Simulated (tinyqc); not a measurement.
From results back to parameters: two-band k.p model of the Delta valleys near the X point under shear strain. Four cases, with inputs chosen for the exercise.

Problem. Under a shear strain exy (|eta| < 1) the valley on the [001] axis has ml(eta) = ml/(1 - eta^2), 1/m[110] = 1/mt + eta/Mp and 1/m[1-10] = 1/mt - eta/Mp with Mp > 0, eta = D exy/Delta, Delta = 2 c k0^2/ml, k0 = kx0 2 pi/a, c = hbar^2/2m0.

Constants: hbar^2/2m0 = 3.80998211 eV angstrom^2.

Find: mt; eta; Mp; D.

Method. The mean of the two inverse transverse masses is 1/mt; eta^2 = 1 - ml/ml(eta), with the sign of 1/m[110] - 1/m[1-10] = 2 eta/Mp, which then gives Mp; D = eta Delta/exy.

Case 1.

Values chosen (near those of Si; the results hold for these values, not for the real material): a = 5.438 angstrom (lattice constant); ml = 0.917 m0 (longitudinal mass); kx0 = 0.152 2 pi/a (distance of the minimum from X); exy = 0.0013 (shear strain).

m[110], m[1-10], ml(eta) (m0): 0.18379785  0.20540130  0.92112906

Solution.

mt = 0.194 m0
eta = 0.0670
Mp = 0.234 m0
D = 13.2 eV

Case 2.

Values chosen (near those of Si; the results hold for these values, not for the real material): a = 5.42 angstrom (lattice constant); ml = 0.927 m0 (longitudinal mass); kx0 = 0.149 2 pi/a (distance of the minimum from X); exy = -0.0056 (shear strain).

m[110], m[1-10], ml(eta) (m0): 0.28194209  0.15616652  1.05396221

Solution.

mt = 0.201 m0
eta = -0.3471
Mp = 0.243 m0
D = 15.2 eV

Case 3.

Values chosen (near those of Si; the results hold for these values, not for the real material): a = 5.447 angstrom (lattice constant); ml = 0.919 m0 (longitudinal mass); kx0 = 0.149 2 pi/a (distance of the minimum from X); exy = 0.0043 (shear strain).

m[110], m[1-10], ml(eta) (m0): 0.16448008  0.23643375  0.96707213

Solution.

mt = 0.194 m0
eta = 0.2230
Mp = 0.241 m0
D = 12.7 eV

Case 4.

Values chosen (near those of Si; the results hold for these values, not for the real material): a = 5.427 angstrom (lattice constant); ml = 0.94 m0 (longitudinal mass); kx0 = 0.152 2 pi/a (distance of the minimum from X); exy = -0.0086 (shear strain).

m[110], m[1-10], ml(eta) (m0): 0.31756462  0.14384257  1.17704299

Solution.

mt = 0.198 m0
eta = -0.4488
Mp = 0.236 m0
D = 13.1 eV

Computed by tinyqc, one run a case: `OMP_NUM_THREADS=1 python tinyqc.py N N+1 out.jsonl` with N = 1051316, 1051327, 1051328, 1051332; one thread of a shared Intel(R) Xeon(R) Processor @ 2.30GHz, about 0.01 s a run at most.
